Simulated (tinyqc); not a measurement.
# MOSFET in saturation, small-signal circuit and noise: effect of the finger width on speed and noise

Bias by the inversion coefficient IC = I/Ispec (charge-based model with velocity saturation; weak inversion below 0.1, strong above 10). Common-source circuit: gm, gds, Cgs, Cgd and Cj at the inner nodes, Rg in series with the gate; quasi-static, no source or drain resistance, no gate-body capacitance, no substrate network, no induced gate noise, so fmax is an upper estimate.

Ispec = 2 n mu Cox (W/L) Vt^2, lc = Ls/L, gms = [sqrt((lc IC + 1)^2 + 4 IC) - 1]/[2 + lc (lc IC + 1)], gm = gms Ispec/(n Vt), gds = sg gm. qs = [sqrt(1 + 4 IC) - 1]/2, Cgs = Cox W L qs (2 qs + 3)/(3 (qs + 1)^2) + Cov W, Cgd = Cov W, Cd = Cj W, Rg = Rsh (Wf/L)/(12 Nf) + Rc/W with Nf = W/Wf fingers (not rounded) contacted at both ends. fT = gm/(2 pi (Cgs + Cgd)), fmax = fT/(2 sqrt(Rg (gds + 2 pi fT Cgd))). Channel noise Sid = 4 kB T gam n gm with gam = (1/2 + (2/3) qs)/(1 + qs) + gw lc IC, qs = [sqrt(1 + 4 IC) - 1]/2, lc = Ls/L (the last term an empirical rise with velocity saturation); at the gate, white noise Sw = Sid/gm^2 + 4 kB T Rg. Number fluctuation with correlated mobility: S(f) = K/f, K = q^2 Vt lt Nt/(W L Cox^2) (1 + ac mu Cox I/gm)^2, Vt in eV with Nt per eV. Corner fc = K/Sw. IC is held fixed.

Inputs (values chosen for the exercise):
- T = 300 K (temperature)
- L = 130 nm (gate length)
- W = 5 um (total gate width)
- Cox = 1.99 uF/cm^2 (gate capacitance)
- mu = 140 cm^2/(V s) (mobility)
- n = 1.31 (slope factor)
- Ls = 15 nm (velocity-saturation length)
- sg = 0.037 (ratio gds/gm)
- Cov = 0.41 fF/um (overlap and fringe capacitance per side)
- Cj = 0.4 fF/um (drain junction capacitance)
- Rsh = 5 ohm (sheet resistance of the gate)
- Rc = 100 ohm um (gate contact and vertical resistance)
- IC = 0.93 (inversion coefficient)
- gw = 0.08 (short-channel excess of the noise factor)
- Nt = 6.6e17 cm^-3 eV^-1 (oxide trap density)
- lt = 0.1 nm (tunnelling length into the oxide)
- ac = 0 V s/C (Coulomb scattering coefficient)

Constants: q = 1.602176634e-19 C, kB = 1.380649e-23 J/K, Vt = kB T/q. Results are converted to the units shown.

The same in every row: I (uA) = 17.45; fT (GHz) = 6.117.

Result of one run:
```
Rg (ohm),fmax (GHz),sqrt(Sw) (nV/Hz^0.5),fc (MHz)
20.04,71.79,6.258,4.345
```

Which finger width Wf gave this result: 0.25, 0.5, 2 or 4 um?

Wf = 0.25 um.

The whole series:
```
Wf (um),Rg (ohm),fmax (GHz),sqrt(Sw) (nV/Hz^0.5),fc (MHz)
0.25,20.04,71.79,6.258,4.345
0.5,20.16,71.57,6.258,4.345
1,20.64,70.73,6.259,4.344
2,22.56,67.65,6.261,4.340
4,30.26,58.42,6.271,4.326
8,61.03,41.14,6.312,4.271
```

As Wf goes from 0.25 to 8 um, fT stays at 6.12 GHz, fmax falls from 71.8 to 41.1 GHz, the white noise rises from 6.26 to 6.31 nV/Hz^0.5 and the corner falls from 4.34 to 4.27 MHz. The finger width leaves fT alone and acts through Rg, whose sheet part goes as Wf^2. In every row fmax exceeds 4 fT, where channel resistance and substrate losses, left out here, would cap it.

Computed by the program tinyqc: `OMP_NUM_THREADS=1 python tinyqc.py 2150146 2150147 out.jsonl`, one thread of a shared Intel Xeon 2.30GHz, about 0.01 s for the whole run.
